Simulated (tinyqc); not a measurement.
Effective-mass impurity with a central-cell term, in a basis of Slater functions. Changing the central-cell strength A. Computed by tinyqc, a small Python program. Command: `OMP_NUM_THREADS=1 python tinyqc.py 3028076 3028077 out.jsonl centralcell sweep`. One thread of a shared host (Intel(R) Xeon(R) Processor @ 2.30GHz), about 0.02 s of CPU time with the checks.

The envelope obeys H = -nabla^2 - (2/r) [Z + A exp(-kappa r)] in effective units, with kappa = a*/lambda; positive A deepens the well near the core.

Inputs (values chosen for the exercise, for a model semiconductor):

| quantity | value | unit |
|---|---|---|
| effective mass m | 0.0751 | m_0 |
| dielectric constant eps | 13.9 | - |
| charge Z of the core | 2 | - |
| central-cell range lambda | 2.3 | angstrom |

Impurity: donor, one isotropic band.

Constants: Ry = 13.605693123 eV; a_0 = 0.529177210903 angstrom.

Method:
- Units: Ry* = Ry m/eps^2 and a* = a_0 eps/m, with m in m_0.
- kappa = a*/lambda; the hydrogenic ground state is bound by Z^2 Ry*.
- For s functions exp(-zeta r), with s = zeta_i + zeta_j: S = 2/s^3, T = zeta_i zeta_j S, V = -2 Z/s^2, W = -2 A/(s + kappa)^2; each function is normalised by dividing by sqrt(S_ii S_jj).
- Large basis: zeta_i = 0.06 x 1.6^(i-1), i = 1..22, same formulas; for p functions r exp(-zeta r): S = 24/s^5, T = zeta_i zeta_j S (centrifugal term included), V = -12 Z/s^4, W = -12 A/(s + kappa)^4; overlap eigenvalues below 1e-11 are dropped.
- Binding energies are -E Ry*; the effective quantum number is nu = Z/sqrt(-E); |psi(0)|^2 is given relative to the hydrogenic Z^3/(pi a*^3).

One run for each value:

| central-cell strength A | 1s binding energy (meV) | 2s binding energy (meV) | 2p binding energy (meV) | effective quantum number of 1s | relative \|psi(0)\|^2 |
|---|---|---|---|---|---|
| -9.30 | 20.05 | 5.147 | 5.288 | 1.027 | 0.380 |
| -6.30 | 20.34 | 5.186 | 5.288 | 1.020 | 0.509 |
| -3.30 | 20.69 | 5.230 | 5.288 | 1.011 | 0.694 |
| -0.23 | 21.12 | 5.284 | 5.288 | 1.001 | 0.973 |
| 2.80 | 21.64 | 5.348 | 5.289 | 0.989 | 1.392 |
| 5.80 | 22.28 | 5.426 | 5.289 | 0.974 | 2.042 |
| 12.00 | 24.34 | 5.662 | 5.289 | 0.932 | 5.090 |
| 15.00 | 25.99 | 5.839 | 5.289 | 0.902 | 8.578 |

Give the missing row, central-cell strength A = 8.80.

Computed row; columns: (1) central-cell strength A; (2) 1s binding energy (meV); (3) 2s binding energy (meV); (4) 2p binding energy (meV); (5) effective quantum number of 1s; (6) relative |psi(0)|^2:
```
(1)     (2)    (3)    (4)    (5)    (6)
8.80  23.12  5.524  5.289  0.957  3.103
```

Interpolating between the two neighbouring rows (linearly) misses most in relative |psi(0)|^2, by 13 %. Over the rows, 1s binding energy (meV) rises from 20.0 to 26.0; 2s binding energy (meV) rises from 5.15 to 5.84; 2p binding energy (meV) rises from 5.28829 to 5.28881. The central cell acts through the density at the core, which is largest for 1s, smaller for 2s (an eighth for hydrogenic states) and zero for 2p.

Caution (rows 12.0, 15.0): the density at the core is many times hydrogenic, so the result hangs on the model potential inside one cell, where the envelope picture is weak.

Extremes, crossings and ranges named in words are read from the listed rows.
